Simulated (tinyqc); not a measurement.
What each parameter does: quantum-confined Stark effect in a modulator well.

Envelopes on cells of 0.5 angstrom over the well |z| < L/2 and 45 angstrom of barrier on each side, psi = 0 beyond, psi'/m continuous (mean mass between points), c = hbar^2/2m0. The electron sees + e F z and the hole - e F z, each with its offset in the barriers; 1 kV/cm = 1e-5 eV/angstrom. Light holes, band mixing and escape by tunnelling are left out.

Exciton: in-plane function exp(-rho/lam), 1/mu = 1/me + 1/mp, E(lam) = c/(mu lam^2) - (q/eps) times the integral over k of Fm(k)(1 + (k lam/2)^2)^(-3/2), Fm(k) the double integral of psi_e^2 psi_h^2 exp(-k |z - z'|), q = e^2/(4 pi eps0); binding Eb = -E at the minimum. Line at Eg + E_e + E_h - Eb, strength proportional to overlap^2/lam^2.

Constants: hbar^2/2m0 = 3.80998211 eV angstrom^2; e^2/(4 pi eps0) = 14.39964547 eV angstrom; hc = 1239.841984 eV nm.

Parameters, chosen for this exercise (near those of an InGaAs well in InAlAs; the results hold for these values, not for the real material): L = 88 angstrom (well width); Vc = 0.527 eV (conduction offset); Vv = 0.188 eV (heavy-hole offset); me = 0.0418 m0 (electron, well); meb = 0.0749 m0 (electron, barrier); mh = 0.37 m0 (heavy hole along z, well); mhb = 0.421 m0 (heavy hole, barrier); Eg = 0.771 eV (gap of the well); mp = 0.113 m0 (heavy hole in the plane); eps = 13.5 (dielectric constant); F = 121 kV/cm (field).

Zero-field line, shift at F, overlap^2 and Eb at F.

One parameter was then changed.

Results before and after:

| case | line (nm) | shift (meV) | overlap^2 | Eb (meV) |
|---|---|---|---|---|
| base | 1486.5 | -18.23 | 0.568 | 5.41 |
| changed | 1494.5 | -18.26 | 0.558 | 5.79 |

Which of these changes was made? (a) Vc = 0.422 eV; (b) me = 0.0481 m0; (c) Vv = 0.235 eV; (d) L = 78 angstrom; (e) F = 97 kV/cm; (f) mh = 0.315 m0; (g) eps = 12.2.

Answer: (b) me = 0.0481 m0. Of the candidates, run in turn, only this one gives the changed row.

All candidates:

| case | line (nm) | shift (meV) | overlap^2 | Eb (meV) |
|---|---|---|---|---|
| base | 1486.5 | -18.23 | 0.568 | 5.41 |
| L = 78 angstrom | 1463.6 | -13.29 | 0.686 | 5.73 |
| F = 97 kV/cm | 1486.5 | -12.27 | 0.661 | 5.54 |
| Vc = 0.422 eV | 1493.1 | -18.75 | 0.555 | 5.36 |
| Vv = 0.235 eV | 1486.0 | -17.43 | 0.585 | 5.45 |
| me = 0.0481 m0 | 1494.5 | -18.26 | 0.558 | 5.79 |
| mh = 0.315 m0 | 1484.6 | -17.69 | 0.594 | 5.42 |
| eps = 12.2 | 1488.5 | -18.10 | 0.568 | 6.41 |

Computed by tinyqc, a small Python program: `OMP_NUM_THREADS=1 python tinyqc.py 1250118 1250119 out.jsonl` (the numbers bound the seed that draws the inputs); one thread of a shared host (Intel(R) Xeon(R) Processor @ 2.30GHz), about 0.1 s for the whole set of steps.
